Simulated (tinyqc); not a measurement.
Pair of shallow donors (hydrogen-like orbitals), step by step. Values are carried at full precision from step to step, so a last printed digit may differ when a step is redone from the rounded ones.

Each donor has the orbital exp(-r/a); energy unit Ha* = q/(eps a), q = e^2/(4 pi eps0), so that a lone donor is bound by Ha*/2; x = R/a. One electron: S = (1 + x + x^2/3) exp(-x), j = 1/x - (1 + 1/x) exp(-2x), k = (1 + x) exp(-x); levels E(+/-) = -1/2 - (j +/- k)/(1 +/- S) in Ha*, without the repulsion of the ions, split by D = |E(-) - E(+)|. In six valleys the overlaps S and k are multiplied by v = [cos(K Rx) + cos(K Ry) + cos(K Rz)]/3, K = k0 (2 pi/a_lat), for isotropic envelopes and the symmetric valley state.

Constants: e^2/(4 pi eps0) = 14.39964547 eV angstrom; hbar = 6.58211957e-16 eV s.

Inputs chosen for the exercise (near those of two donors in Si; shifted at random, so the results belong to these values and not to a real crystal): a = 18.6 angstrom (orbital radius); eps = 11.3 (dielectric constant); n = (12, 4, 0) a_lat (separation vector); a_lat = 5.431 angstrom (lattice constant); k0 = 0.858 2 pi/a_lat (valley position); dV = 2.5 D (detuning between the donors, in units of D).

## Distance and integrals

Give Ha*, R, x, S, j, k and v.

Ha* = 68.511 meV
R = 68.70 angstrom
x = 3.6934

S, j, k: 0.22997  0.26997  0.11681

v = -0.0650

## One electron on two donors

Give both levels, the splitting D = |E(-) - E(+)| and the tunnelling frequency D/(2 pi hbar).

E(+), E(-) (meV): -52.504  -52.991

D = 0.4878 meV
frequency = 117.9 GHz

The second ion deepens the mean level by 18.49 meV, against Ha*/x = 18.55 meV for a point charge. Without the valley factor D would be 7.92 meV; v is negative, so the odd combination lies lower.

## Detuning by a gate

Two-level picture for one electron: with detuning u = dV D the splitting is sqrt(D^2 + u^2) and the lower state has weight (1 + u/sqrt(D^2 + u^2))/2 on the lower donor; the field needed is u/(e R), 1 meV/angstrom = 100 kV/cm.

splitting = 1.313 meV
weight = 0.964
field = 1.78 kV/cm

## Two electrons and exchange

Two electrons, Heitler-London: with S' = (1 - x + x^2/3) exp(x), C = 1/x - exp(-2x)(1/x + 11/8 + 3x/4 + x^2/6), X = (1/5){exp(-2x)(25/8 - 23x/4 - 3x^2 - x^3/3) + (6/x)[S^2 (0.5772157 + ln x) + S'^2 Ei(-4x) - 2 S S' Ei(-2x)]}, Q = C - 2j + 1/x and A = X - 2 S k + S^2/x, the singlet and triplet lie at (Q +/- w A)/(1 +/- w S^2) from two lone donors, with the valley weight w = v^2; the exchange is J = triplet - singlet.

Give C, X, Q, A and J.

C, X, Q, A (Ha*): 0.2666  0.02376  -0.002569  -0.01564

J = 8.99 micro-eV

A swap of the two spins takes pi hbar/J = 0.23 ns (hbar = 6.58212e-16 eV s). Against the one-electron splitting D = 0.488 meV, J/D = 0.018: exchange needs both electrons to tunnel and falls as exp(-2x), D as exp(-x).

## Checks

- Heitler-London binding at x = 1.6425 against the known 0.1160 hartree: both 0.1160.
- Overlap S by quadrature in spheroidal coordinates against the formula: both 0.22997.

Run: tinyqc, `OMP_NUM_THREADS=1 python tinyqc.py 1281441 1281442 out.jsonl`; Intel(R) Xeon(R) Processor @ 2.30GHz, one thread, shared host; about 0.01 s of CPU time with all checks.
